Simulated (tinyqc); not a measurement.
Hubbard ring of 6 sites, step by step. Computed by tinyqc, a small Python program that keeps every step. Settings: hopping = 1.7, U = 4.6, mixing = 1, iteration cap = 59. Command: `OMP_NUM_THREADS=1 python tinyqc.py 26444 26445 out.jsonl` (the two numbers bound the seeds that draw the settings). One thread of a shared host (Intel(R) Xeon(R) Processor @ 2.60GHz), about 0.2 s of CPU time with the checks.

one-body matrix (hopping and site energies) (eV), order 1, 2, 3, 4, 5, 6:
$$\begin{pmatrix}
0.0000 & -1.7000 & 0.0000 & 0.0000 & 0.0000 & -1.7000 \\
-1.7000 & 0.0000 & -1.7000 & 0.0000 & 0.0000 & 0.0000 \\
0.0000 & -1.7000 & 0.0000 & -1.7000 & 0.0000 & 0.0000 \\
0.0000 & 0.0000 & -1.7000 & 0.0000 & -1.7000 & 0.0000 \\
0.0000 & 0.0000 & 0.0000 & -1.7000 & 0.0000 & -1.7000 \\
-1.7000 & 0.0000 & 0.0000 & 0.0000 & -1.7000 & 0.0000
\end{pmatrix}$$

U = 4.6000 eV

electrons, up and down: [3, 3]

n(up) at the start (a guess, not normalised): 1 0.5000, 2 0.5000, 3 0.5000, 4 0.5000, 5 0.5000, 6 0.5000

n(down) at the start (a guess): 1 0.5000, 2 0.5000, 3 0.5000, 4 0.5000, 5 0.5000, 6 0.5000

Each step fills the lowest levels of T + U n(other spin) and sets n(new) = n + mixing (n(out) - n); stop when output and input agree to 1e-8.

Course of the cycle:
```
iteration     E (eV)  largest |n(out) - n(in)|  mean |n_up - n_down|
1          -6.700000                  2.22e-16                0.0000
```

Can the last value be used, and what does the course show?

No, though the log alone does not show it. Converged in 1 iterations. But random starts reach -6.77314 eV, so this is another stationary point, not the lowest one. Reruns (cap 100 unless said): mixing 0.2: converged in 1 to a higher stationary point (E = -6.70000); mixing 0.5: converged in 1 to a higher stationary point (E = -6.70000); mixing 0.9: converged in 1 to a higher stationary point (E = -6.70000). Before convergence this energy mixes input and output and is not variational, so it may rise towards its limit.
